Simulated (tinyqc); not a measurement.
A spin-degenerate level with charging energy between two leads, rate equations: relaxation from the empty dot.

States 0, up, down and 2 with energies 0, e1 - Ez/2, e1 + Ez/2 and 2 e1 + U. mu_L = +V/2, mu_R = -V/2 (meV), f(x) = 1/(1 + exp(x/kB T)). A transition that adds one electron of given spin at the energy E has the rate G f(E - mu) from each lead, and its reverse G [1 - f(E - mu)]. I counts electrons leaving the left lead, times q.

Explicit Euler step: p(new) = p + dt W p.

Stop when no probability changes by more than 1e-8 in a step, or after 60 steps.

Inputs (values chosen for the exercise):

| symbol | value | unit | meaning |
|---|---|---|---|
| dt | 0.28 | ns | time step |

W (1/ns):

|  | 0 | up | down | 2 |
|---|---|---|---|---|
| 0 | -0.42971 | 3.79515 | 3.79515 | 0.00000 |
| up | 0.21485 | -4.00515 | 0.00000 | 3.80000 |
| down | 0.21485 | 0.00000 | -4.00515 | 3.80000 |
| 2 | 0.00000 | 0.21000 | 0.21000 | -7.60000 |

p at the start: 0 1, up 0, down 0, 2 0

Course of the iteration:

| step | p(0) | p(up) | p(down) | p(2) | largest change |
|---|---|---|---|---|---|
| 1 | 0.88 | 0.06 | 0.06 | 0.00 | 0.120 |
| 2 | 0.90 | 0.05 | 0.05 | 0.01 | 0.0220 |
| 3 | 0.89 | 0.06 | 0.06 | 0.00 | 0.0115 |
| 4 | 0.90 | 0.04 | 0.04 | 0.01 | 0.0124 |
| 5 | 0.89 | 0.06 | 0.06 | -0.01 | 0.0152 |
| 6 | 0.91 | 0.04 | 0.04 | 0.01 | 0.0189 |
| 7 | 0.88 | 0.06 | 0.06 | -0.01 | 0.0236 |
| 8 | 0.91 | 0.03 | 0.03 | 0.02 | 0.0293 |
| ... | ... | ... | ... | ... | ... |
| 53 | -318.01 | 318.96 | 318.96 | -318.90 | 575 |
| 54 | 398.13 | -397.18 | -397.18 | 397.23 | 716 |
| 55 | -493.89 | 494.84 | 494.84 | -494.79 | 892 |
| 56 | 617.21 | -616.26 | -616.26 | 616.31 | 1110 |
| 57 | -766.78 | 767.73 | 767.73 | -767.67 | 1380 |
| 58 | 957.11 | -956.17 | -956.17 | 956.22 | 1720 |
| 59 | -1190.17 | 1191.12 | 1191.12 | -1191.06 | 2150 |
| 60 | 1484.49 | -1483.54 | -1483.54 | 1483.59 | 2670 |

Did this iteration meet its convergence test, and what does its course show?

No. The change grows and flips sign each step, and probabilities leave the range 0 to 1. The largest decay rate of W is 8.02 1/ns, so a step multiplies that mode by 1 - dt times the rate = -1.25, beyond -1; stability needs dt below 0.249 ns. In reruns, dt = 0.12 ns settles in 25 steps; implicit steps, p(new) = (1 - dt W)^(-1) p, at the original dt = 0.28 ns settle in 22 steps.

Range of the model: Rate equations need hbar G well below kB T; cotunnelling and the Kondo effect are left out.

Program tinyqc, `OMP_NUM_THREADS=1 python tinyqc.py 2780020 2780021 out.jsonl`; Intel Xeon 2.30GHz, shared host, one thread, about 0.01 s.
